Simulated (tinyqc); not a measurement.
Overlap of hydrogenic dopants: pairs, impurity band and the Mott density: one step. The pair with two electrons (two-site Hubbard model). Five cases, with inputs chosen for the exercise.

Task: t is the hopping between the two dopants. Singlet at (u - sqrt(u^2 + 16 t^2))/2 below the triplet at 0; estimate 4 t^2/u; weight of double occupancy (1 - u/sqrt(u^2 + 16 t^2))/2; swap time pi hbar/Jx with Jx the splitting in eV. t and u are in units of Ry*.

Constants: hbar = 6.58211957e-16 eV s.

Give: singlet-triplet splitting; double occupancy; swap time.

Case 1.

Values chosen (out of a larger set: an isotropic mass and dielectric constant of the size used for donors in GaN; not measured data): u = 0.945 Ry* (cost of a second electron on one dopant).

t = 0.0426326 Ry*
Ry* = 28.79432 meV

Result:

singlet-triplet splitting (meV): exact 0.2197, 4 t^2/u 0.2215

double occupancy = 0.0079
swap time = 9.41 ps

The estimate is 0.8 % too high at 4t/u = 0.18.

Case 2.

Values chosen (out of a larger set: an isotropic mass and dielectric constant of the size used for donors in Si; not measured data): u = 0.945 Ry* (cost of a second electron on one dopant).

t = 0.0310145 Ry*
Ry* = 31.40742 meV

Result:

singlet-triplet splitting (meV): exact 0.1273, 4 t^2/u 0.1279

double occupancy = 0.0043
swap time = 16.2 ps

The estimate is 0.4 % too high at 4t/u = 0.13.

Case 3.

Values chosen (out of a larger set: an isotropic mass and dielectric constant of the size used for donors in Ge; not measured data): u = 1.25 Ry* (cost of a second electron on one dopant).

t = 0.1237927 Ry*
Ry* = 5.54722 meV

Result:

singlet-triplet splitting (meV): exact 0.2621, 4 t^2/u 0.2720

double occupancy = 0.0351
swap time = 7.89 ps

The estimate is 3.8 % too high at 4t/u = 0.40.

Case 4.

Values chosen (out of a larger set: an isotropic mass and dielectric constant of the size used for donors in SiC; not measured data): u = 0.945 Ry* (cost of a second electron on one dopant).

t = 0.0286177 Ry*
Ry* = 56.69039 meV

Result:

singlet-triplet splitting (meV): exact 0.1958, 4 t^2/u 0.1965

double occupancy = 0.0036
swap time = 10.6 ps

The estimate is 0.4 % too high at 4t/u = 0.12.

Case 5.

Values chosen (out of a larger set: an isotropic mass and dielectric constant of the size used for donors in Ge; not measured data): u = 1.25 Ry* (cost of a second electron on one dopant).

t = 0.2058120 Ry*
Ry* = 6.90903 meV

Result:

singlet-triplet splitting (meV): exact 0.8524, 4 t^2/u 0.9365

double occupancy = 0.0824
swap time = 2.43 ps

The estimate is 9.9 % too high at 4t/u = 0.66.

Computed by tinyqc, one run a case: `OMP_NUM_THREADS=1 python tinyqc.py N N+1 out.jsonl` with N = 1480207, 1481195, 1481449, 1481566, 1481894; one thread of a shared Intel(R) Xeon(R) Processor @ 2.30GHz, about 0.01 s a run at most.
